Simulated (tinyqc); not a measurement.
Inside a calculation. Model: grain growth, pinning, strength and diffusional creep of a polycrystal or thin film. Computed by tinyqc, a small Python program that keeps every step. Command: `OMP_NUM_THREADS=1 python tinyqc.py 3005341 3005342 out.jsonl grain walk`. One thread of a shared host (Intel(R) Xeon(R) Processor @ 2.30GHz), about 0.01 s of CPU time with the checks. Intermediate numbers are printed to about 5 digits and carried at full precision; extremes and crossings named in words are read from the listed rows.

One mean grain size d describes the structure.

Inputs (values chosen for the exercise, modelled on tungsten): shear modulus G = 164 GPa; Burgers vector b = 2.741 angstrom; atomic volume Omega = 15.85 angstrom^3; boundary energy gamma = 1.2 J/m^2; mobility prefactor M0 = 1.1e-06 m^4/(J s); activation energy of boundary motion Q_m = 4.91 eV; anneal temperature T = 2594 K; anneal time t = 2600 s; initial grain size d0 = 150 nm; particle volume fraction f = 0.007; particle radius r = 14 nm; friction stress sigma_0 = 640 MPa; Hall-Petch slope k_y = 0.83 MPa m^0.5; lattice diffusion energy Q_l = 5.49 eV; boundary diffusion energy Q_b = 3.71 eV; lattice prefactor D0 = 1.1e-05 m^2/s; boundary prefactor delta D0b = 5e-15 m^3/s; applied stress sigma = 38 MPa; service temperature T_c = 1022 K.

Sample: bulk.

Constants: k_B = 8.617333262e-05 eV/K; k_B = 1.380649e-23 J/K.

## Mobility and the sizes at which growth stops

M = M0 exp(-Q_m/(k_B T)). The driving pressure is 2 gamma/d. Zener pinning pressure 3 f gamma/(2 r) stops growth at d_Z = 4 r/(3 f). The limit is d_lim = d_Z.

mobility M = 3.1765e-16 m^4/(J s)

Zener size d_Z = 2666.7 nm

limit d_lim = 2666.7 nm

## Grain size after the anneal

dd/dt = 2 M gamma (1/d - 1/d_lim) integrates to 2 M gamma t = d_lim (d0 - d) + d_lim^2 ln[(d_lim - d0)/(d_lim - d)]; without pinning d^2 = d0^2 + 4 M gamma t.

size without pinning = 1996.7 nm

grain size d = 1532.8 nm

Pinning holds d to 77 % of the free value.

## Yield stress

Hall-Petch term k_y/sqrt(d). Orowan term 3.06 x 0.4 G b ln(2 rbar/b)/(pi lambda sqrt(1 - nu)) with nu = 1/3, rbar = sqrt(2/3) r, lambda = rbar (sqrt(pi/f) - 2). The terms are added to sigma_0.

Hall-Petch term = 670.41 MPa

Orowan term = 432.69 MPa

yield stress = 1743.1 MPa

The largest term is the Hall-Petch one. The anneal changed the Hall-Petch term from 2143 to 670 MPa.

## Diffusional creep at T_c

Nabarro-Herring rate = 14 sigma Omega D_l/(k_B T d^2), D_l = D0 exp(-Q_l/(k_B T)); Coble rate = 14 pi sigma Omega delta D_b/(k_B T d^3), delta D_b = delta D0b exp(-Q_b/(k_B T)); they are equal at d_x = pi delta D_b/D_l.

Nabarro-Herring rate = 2.3663e-21 1/s

Coble rate = 1.3213e-15 1/s

crossover size d_x = 8.5590e+05 micrometre

time to 1 % strain = 7.5682e+12 s

Boundary diffusion carries the creep, by a factor 560000. Caution: the time to 1 % strain exceeds a century, so diffusional creep is negligible in practice.

## Strength against creep resistance

Hall-Petch term k_y/sqrt(d).

At T_c and sigma:
```
d (nm)  Hall-Petch term (MPa)  Nabarro-Herring (1/s)  Coble (1/s)  time to 1 % (s)
30                     4792.0             6.1770e-18   1.7623e-10       5.6744e+07
100                    2624.7             5.5593e-19   4.7582e-12       2.1016e+09
300                    1515.4             6.1770e-20   1.7623e-13       5.6744e+10
1000                    830.0             5.5593e-21   4.7582e-15       2.1016e+12
3000                    479.2             6.1770e-22   1.7623e-16       5.6744e+13
10000                   262.5             5.5593e-23   4.7582e-18       2.1016e+15
100000                   83.0             5.5593e-25   4.7582e-21       2.1014e+18
```

From 100 micrometre to 30 nm grains the Hall-Petch term grows 58 times, while the time to 1 % strain shrinks by 10.6 decades. Coble creep rules in 7 of the seven rows (d_x is a millimetre or more). Fine grains resist slip but creep fast. The Hall-Petch value at 30 nm is at the edge of that law.

## Growth with time

The formulas are those given above.

At T:
```
t (s)  free growth (nm)  pinned growth (nm)  d/d_lim
14                209.4               205.9  0.07723
47                306.9               296.5  0.11120
140               485.8               457.5  0.17157
470               859.7               770.3  0.28887
1400             1468.7              1212.6  0.45472
4700             2681.2              1868.4  0.70066
14000            4622.6              2427.9  0.91045
47000            8466.7              2660.3  0.99761
```

The apparent exponent d ln d/d ln t of the pinned growth is at most about 0.43, below the ideal 1/2, and falls to 0.075 in the last rows: the initial size hides the law early and pinning hides it late.

Checks made by the program: d against numerical integration (relative difference 1e-09).
